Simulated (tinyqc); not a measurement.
Grain growth, pinning, strength and diffusional creep of a polycrystal or thin film: one step, computed by the program tinyqc. Command: `OMP_NUM_THREADS=1 python tinyqc.py 3022961 3022962 out.jsonl grain walk`. One thread of a shared host (Intel(R) Xeon(R) Processor @ 2.30GHz), about 0.01 s of CPU time with the checks.

One mean grain size d describes the structure.

Task: Yield stress. Hall-Petch term k_y/sqrt(d). Orowan term 3.06 x 0.4 G b ln(2 rbar/b)/(pi lambda sqrt(1 - nu)) with nu = 1/3, rbar = sqrt(2/3) r, lambda = rbar (sqrt(pi/f) - 2). The terms are added to sigma_0.

Inputs (values chosen for the exercise, modelled on polycrystalline silicon): shear modulus G = 67.7 GPa; Burgers vector b = 3.84 angstrom; anneal temperature T = 1245 K; particle volume fraction f = 0.0054; particle radius r = 6.4 nm; friction stress sigma_0 = 300 MPa; Hall-Petch slope k_y = 0.28 MPa m^0.5.

Sample: bulk.

grain size d = 61.84147 nm

Give: Hall-Petch term; Orowan term; yield stress.

Result:

Hall-Petch term = 1125.9 MPa

Orowan term = 354.56 MPa

yield stress = 1780.5 MPa

Caution: silicon is brittle except at high temperature, so these strengthening laws for metals do not give its real strength.
